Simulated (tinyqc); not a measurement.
Inside a calculation. Method: RKS/LDA (VWN5) in the sto-3g basis, for B+, spin multiplicity 1. One step of it, computed by the program tinyqc.

Problem. Orthogonalisation. S = U s U^T; symmetric (Loewdin) form X = U s^(-1/2) U^T, so that X^T S X = 1.

overlap S, lower triangle:
```
,1B 1s,1B 2s,1B 2px,1B 2py,1B 2pz
1B 1s,1.000000
1B 2s,0.269328,1.000000
1B 2px,0.000000,0.000000,1.000000
1B 2py,0.000000,0.000000,0.000000,1.000000
1B 2pz,0.000000,0.000000,0.000000,0.000000,1.000000
```

Give: eigenvalues of S; X.

Solution.

eigenvalues of S: 0.731  1.000  1.000  1.000  1.269

X, lower triangle:
```
,1B 1s,1B 2s,1B 2px,1B 2py,1B 2pz
1B 1s,1.029
1B 2s,-0.141,1.029
1B 2px,0.000,0.000,1.000
1B 2py,0.000,0.000,0.000,1.000
1B 2pz,0.000,0.000,0.000,0.000,1.000
```
